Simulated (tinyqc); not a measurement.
Precursor delivery and alloy composition in metal-organic vapour-phase epitaxy: one step, computed by the program tinyqc. Command: `OMP_NUM_THREADS=1 python tinyqc.py 3029805 3029806 out.jsonl movpe walk`. One thread of a shared host (Intel(R) Xeon(R) Processor @ 2.30GHz), about 0.01 s of CPU time with the checks.

Carrier gas leaves each bubbler saturated. Group-III species cross a boundary layer and react at the surface; element 2 can also desorb. The film is (1)_(1-x) (2)_x V with a zinc-blende cell.

Problem. Molar flows. Temperatures in kelvin are T(C) + 273.15. Vapour pressure p_v = 10^(a - b/T); precursor flow = carrier flow x p_v/(p_b - p_v); 1 sccm = 44.615 micromol/min; V/III = hydride flow over the sum of both; gas share x_g = F2/(F1 + F2).

Inputs (values chosen for the exercise, close to those used for AlGaAs from TMAl and TMGa):

| quantity | value | unit |
|---|---|---|
| source 1: a in log10(p/torr) = a - b/T | 8.22 | - |
| source 1: b | 2134 | K |
| source 1: bath temperature | 19 | C |
| source 1: carrier flow | 3.2 | sccm |
| source 2: a | 8.07 | - |
| source 2: b | 1703 | K |
| source 2: bath temperature | -9 | C |
| source 2: carrier flow | 19 | sccm |
| bubbler pressure p_b | 600 | torr |
| group-V hydride flow | 130 | sccm |

Give: vapour pressures; molar flows; V/III ratio; gas share x_g.

Solution.

vapour pressures (torr): source 1 8.233, source 2 41.97

molar flows (micromol/min): F1 1.986, F2 63.75

V/III ratio = 88.23

gas share x_g = 0.9698

The slope of F2 with the temperature of bath 2 is b ln(10)/T^2 x p_b/(p_b - p_v) = 6.0 % per kelvin. Caution: trimethylaluminium is largely a dimer in the vapour, which would double its metal flow; it is counted as a monomer here.
